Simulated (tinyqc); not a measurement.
What moves the results: special k points of the hexagonal lattice. A value that a table varies takes the place of the one given here.

Lattice vectors in units of a: a1 = (1, 0), a2 = (-1/2, sqrt(3)/2); reciprocal vectors b_i with a_i . b_j = 2 pi delta_ij. Mesh: k = sum_i f_i b_i with f_i = (2 j_i + shift)/(2 N), j_i = 0 .. N-1. The point group of the lattice has 12 operations; only those that map the mesh onto itself are used.

A_m(k) = sum over the m-th star of lattice vectors R of cos(k . R), stars in order of length: m = 1: |R|^2 = 1, 6 vectors, such as (1, 1) in the basis a_i; m = 2: |R|^2 = 3, 6 vectors, such as (2, 1) in the basis a_i; m = 3: |R|^2 = 4, 6 vectors, such as (2, 2) in the basis a_i; m = 4: |R|^2 = 7, 12 vectors, such as (3, 2) in the basis a_i; m = 5: |R|^2 = 9, 6 vectors, such as (3, 3) in the basis a_i; m = 6: |R|^2 = 12, 6 vectors, such as (4, 2) in the basis a_i. The zone mean of every A_m is zero.

Test function, the lower band of a two-band insulator: E(k) = -sqrt(D^2 + (e0 - t A_1(k))^2).

Inputs chosen for the exercise: D = 1.53 eV (half gap term); t = 0.52 eV (coupling); e0 = 1.54 eV (offset); N = 3 (points along each reciprocal vector); shift = 1 (half steps).

## Mesh size and shift

Errors of the mean of E against the unshifted mesh with N = 96. The fifth column is |R|^2 of the shortest star with a non-zero mean.

Meshes:
```
mesh        points  irreducible  operations  |R|^2 missed  error (meV)
2 Gamma          4            2          12          4.00     -358.892
2 shifted        4            2           4          4.00      136.029
3 Gamma          9            3          12          9.00      -19.202
3 shifted        9            4           4          9.00        5.016
4 Gamma         16            4          12         16.00       12.299
4 shifted       16            6           4         16.00       -3.948
5 Gamma         25            5          12         25.00        1.057
5 shifted       25            9           4         25.00       -0.372
6 Gamma         36            7          12         36.00       -1.038
6 shifted       36           12           4         36.00        0.349
8 Gamma         64           10          12           >36        0.114
8 shifted       64           20           4           >36       -0.038
10 Gamma       100           14          12           >36       -0.015
10 shifted     100           30           4           >36        0.005
```

reference mean = -2.44062 eV

What does this show, and why?

The shifted mesh has the smaller error for 7 of 7 values of N and the larger for 0. The cheapest mesh within 1 meV is 5 shifted, with 9 irreducible points. A mesh misses the lattice vectors N (n1 a1 + n2 a2 + ...); the half shift gives each the sign (-1)^(n1 + n2 + ...), so the 6 shortest ones add up to -2 in place of 6. The shift lowers the symmetry; it leaves more irreducible points for N = 3, 4, 5, 6, 8 and 10.

## Gap and mesh density

D takes the values listed; errors against the unshifted mesh with N = 192, for unshifted meshes.

Errors (meV):
```
D (eV)  reference (eV)     N = 2   N = 4    N = 6  N = 8
0.2            -1.8038  -535.187  46.685  -19.308  6.766
0.4            -1.8539  -511.716  43.293  -12.693  3.600
0.8            -2.0136  -455.085  29.673   -5.151  1.052
1.5            -2.4205  -362.378  12.755   -1.106  0.124
2.5            -3.1658  -267.966   4.089   -0.156  0.008
4.0            -4.4590  -186.131   1.061   -0.015  0.000
```

What can be read from the table?

The first listed N from which the error stays below 0.5 meV is none for D = 0.2, none for D = 0.4, none for D = 0.8, 8 for D = 1.5, 6 for D = 2.5, 6 for D = 4 eV. A larger D makes the function smoother, so its Fourier coefficients fall faster with |R|.

## What moves the zone average

Mean of E over the mesh, and its error against the unshifted mesh with N = 96. Each row changes one parameter from the base and keeps the others.

Results:
```
case          mean (eV)  error (meV)  irreducible points
base            -2.4356         5.02                   4
N = 4           -2.4446        -3.95                   6
shift = 0       -2.4598       -19.20                   3
D = 1.071 eV    -2.1471         8.28                   4
t = 0.676 eV    -2.6353        -2.58                   4
```

How do the results move?

The largest shifts from the base row, up to three for each result and ties (the steps differ in size, so this ranks the rows, not the parameters). mean (eV): D +0.2885, t -0.1997, shift -0.0242. error (meV): shift -24.22, N -8.96, t -7.59. irreducible points: N +2, shift -1; unchanged at the printed digits by D and t.

Run: tinyqc, `OMP_NUM_THREADS=1 python tinyqc.py 1650061 1650062 out.jsonl`; Intel(R) Xeon(R) Processor @ 2.30GHz, one thread, shared host; about 0.1 s of CPU time with all checks.
